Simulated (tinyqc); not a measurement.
Surface potential of a MOS transistor: implicit equation and explicit approximations: two steps of the calculation.

p-type body, charge-sheet picture, depletion and inversion only, full ionisation (an idealisation for deep acceptors), Boltzmann statistics (rough once Na exp(x - xn) passes about Nc/7). In units of Vt: xg = (Vg - Vfb)/Vt, x = psi/Vt, G = gamma/sqrt(Vt), xn = (2 phiF + Vc)/Vt. The implicit equation is (xg - x)^2 = G^2 [x - 1 + exp(x - xn)] for x above about 3. Cox = eps0 eox/tox.

Values chosen for this exercise; band and dielectric values close to those of silicon:
```
symbol,value,unit,meaning
T,250,K,temperature
Eg,1.11,eV,band gap
eps_r,11.9,,relative permittivity
Nc,2.13e19,cm^-3,conduction-band density of states at T
Nv,1.99e19,cm^-3,valence-band density of states at T
eox,3.9,,relative permittivity of the gate insulator (close to silicon dioxide)
tox,8.2,nm,insulator thickness
Na,1.3e18,cm^-3,acceptor density
Vfb,-0.52,V,flat-band voltage
Vc,0.5,V,channel-body voltage
Vg,3.55,V,gate-body voltage
```

Constants: q = 1.602176634e-19 C, kB = 1.380649e-23 J/K, Vt = kB T/q, eps0 = 8.8541878128e-14 F/cm where lengths are in cm. Results are converted to the units shown.

Question 1. Scales. ni = sqrt(Nc Nv) exp(-Eg/(2 Vt)), Eg in volts; phiF = Vt ln(Na/ni); gamma = sqrt(2 q eps0 eps_r Na)/Cox; VT = Vfb + Vt (xn + G sqrt(xn - 1)).

Find: phiF; gamma; G; xn; VT; xg.

Answer 1.

phiF = 0.4955 V
gamma = 1.573 V^0.5
G = 10.72
xn = 69.21
VT = 2.878 V
xg = 188.9

Question 2. New x. D = exp(x - xn), f = (xg - x)^2 - G^2 (x - 1 + D), f' = -2 (xg - x) - G^2 (1 + D), x(new) = x - f/f'.

x at the start = 73.24
G = 10.718494
xn = 69.208398
xg = 188.92156

Give: D; f; f'; x after iteration 1.

Answer 2.

D = 56.35
f = -1391
f' = -6820
x after iteration 1 = 73.04

Program tinyqc, `OMP_NUM_THREADS=1 python tinyqc.py 2122030 2122031 out.jsonl`; Intel Xeon 2.30GHz, shared host, one thread, about 0.01 s.
